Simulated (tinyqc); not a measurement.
From results back to parameters: band gaps under pressure and temperature from deformation potentials. Two cases, with inputs chosen for the exercise.

Problem. A gap moves by a ln(V/V0) with V/V0 = (1 + Bp P/B0)^(-1/Bp). B0 and the shifts at two pressures are given.

Case 1.

Values chosen (out of a larger set: near those of GaAs, the X and L potentials typical of such crystals; not measured data): P12 = (1.5, 6) GPa (two pressures).

B0 = 78.2667 GPa

shifts at the two pressures (eV): 0.1517177  0.5440052

Case 2.

Values chosen (out of a larger set: near those of GaAs, the X and L potentials typical of such crystals; not measured data): P12 = (1.5, 10) GPa (two pressures).

B0 = 77.9000 GPa

shifts at the two pressures (eV): 0.1546121  0.8573305

Find: ratio of the shifts; Bp; a.

Solution. The ratio of the shifts, ln(1 + Bp P2/B0)/ln(1 + Bp P1/B0), falls steadily from P2/P1 as Bp grows and so fixes Bp; then a = -shift x Bp/ln(1 + Bp P/B0).

Case 1.

ratio of the shifts = 3.5856
Bp = 4.46
a = -8.25 eV

Case 2.

ratio of the shifts = 5.5450
Bp = 4.20
a = -8.35 eV

Computed by tinyqc, one run a case: `OMP_NUM_THREADS=1 python tinyqc.py N N+1 out.jsonl` with N = 1080753, 1080766; one thread of a shared Intel(R) Xeon(R) Processor @ 2.30GHz, about 0.01 s a run at most.
